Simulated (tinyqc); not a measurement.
Worked calculation: tight binding, honeycomb lattice. Computed by tinyqc, a small Python program that keeps every step. Settings: t1 = 1.55, t2 = 0.26, phi = 1.91, delta = 1.9, points = 5. Command: `OMP_NUM_THREADS=1 python tinyqc.py 30683 30684 out.jsonl` (the two numbers bound the seeds that draw the settings). One thread of a shared host (Intel(R) Xeon(R) Processor @ 2.60GHz), about 0.01 s of CPU time with the checks.

## Bloch Hamiltonian at k

Parameters chosen for this model:
```
parameter     value                        unit
t1         1.550000                 eV, nearest
t2         0.260000       eV, second neighbours
phi        1.910000  rad, phase of t2 (Haldane)
delta      1.900000          eV, +/- on A and B
```

k point k (fractions of the reciprocal vectors): [0.1800, 0.0800]

H_AB = -t1 (1 + exp(-i k.a1) + exp(-i k.a2)); H_AA = delta - 2 t2 sum cos(k.b + phi), H_BB = -delta - 2 t2 sum cos(k.b - phi), b = a1, a2 - a1, -a2.

H(k) at k (eV), order A, B:
$$\begin{pmatrix}
2.1845 & -3.5682+2.1492i \\
-3.5682-2.1492i & -1.4540
\end{pmatrix}$$

## Levels at k

Diagonalise the Hermitian matrix.

eigenvalues (eV): [-4.1802, 4.9107]

weights |c|^2 of the basis functions, order A, B:
$$\begin{pmatrix}
0.2999 & 0.7001 \\
0.7001 & 0.2999
\end{pmatrix}$$

## Bloch Hamiltonian at K

k point K (fractions of the reciprocal vectors): [0.3333, 0.6667]

As before.

H(k) at K (eV), order A, B:
$$\begin{pmatrix}
2.9145 & 0.0000 \\
0.0000 & -3.4336
\end{pmatrix}$$

## Levels at K

As before.

eigenvalues (eV): [-3.4336, 2.9145]

weights |c|^2 of the basis functions, order A, B:
$$\begin{pmatrix}
0.0000 & 1.0000 \\
1.0000 & 0.0000
\end{pmatrix}$$

## Bands along a path

The same steps at evenly spaced points between the labelled ones.

Bands along the path (eV):
```
k           band 1  band 2
G          -4.5041  5.5423
G-K 0.20   -4.3581  5.2219
G-K 0.40   -3.9961  4.4230
G-K 0.60   -3.6058  3.5397
G-K 0.80   -3.4253  3.0144
K          -3.4336  2.9145
K-M 0.20   -3.4099  2.9107
K-M 0.40   -3.3213  2.8683
K-M 0.60   -3.1562  2.7554
K-M 0.80   -2.9195  2.5587
M          -2.6251  2.2790
M-K' 0.20  -2.2868  1.9260
M-K' 0.40  -1.9137  1.5130
M-K' 0.60  -1.5119  1.0590
M-K' 0.80  -1.1111  0.6118
K'         -0.8855  0.3664
```

With 1 band(s) filled, the highest filled level on these points lies at K' and the lowest empty one at K': a gap of 1.2520 eV, direct.

## Chern number of the lower band

On a 5 x 5 mesh, the phase of the product of overlaps around each plaquette (k1 then k2); the sum over 2 pi is an integer.

plaquette phases (rad):
$$\begin{pmatrix}
0.0000 & -0.0816 & -0.1534 & 0.0699 & 0.0718 \\
0.0630 & -0.0769 & -0.1944 & -0.1028 & 0.0699 \\
0.0075 & 0.3117 & -0.1960 & -0.1944 & -0.1534 \\
-0.0966 & 0.5423 & 0.3117 & -0.0769 & -0.0816 \\
-0.0134 & -0.0966 & 0.0075 & 0.0630 & 0.0000
\end{pmatrix}$$

Chern number = 0.0000
